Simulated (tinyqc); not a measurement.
Surface potential of a MOS transistor: implicit equation and explicit approximations: one step of the calculation.

p-type body, charge-sheet picture, depletion and inversion only, full ionisation (an idealisation for deep acceptors), Boltzmann statistics (rough once Na exp(x - xn) passes about Nc/7). In units of Vt: xg = (Vg - Vfb)/Vt, x = psi/Vt, G = gamma/sqrt(Vt), xn = (2 phiF + Vc)/Vt. The implicit equation is (xg - x)^2 = G^2 [x - 1 + exp(x - xn)] for x above about 3. Cox = eps0 eox/tox.

Problem. New x. D = exp(x - xn), f = (xg - x)^2 - G^2 (x - 1 + D), f' = -2 (xg - x) - G^2 (1 + D), x(new) = x - f/f'.

x after iteration 2 = 38.266972
G = 0.10815431
xn = 28.643546
xg = 51.059880

Give: D; f; f'; x after iteration 3.

Solution.

D = 1.511e4
f = -13.58
f' = -202.4
x after iteration 3 = 38.20

tinyqc, about 0.01 s, one thread, Intel Xeon 2.30GHz (shared host): `OMP_NUM_THREADS=1 python tinyqc.py 2122099 2122100 out.jsonl`
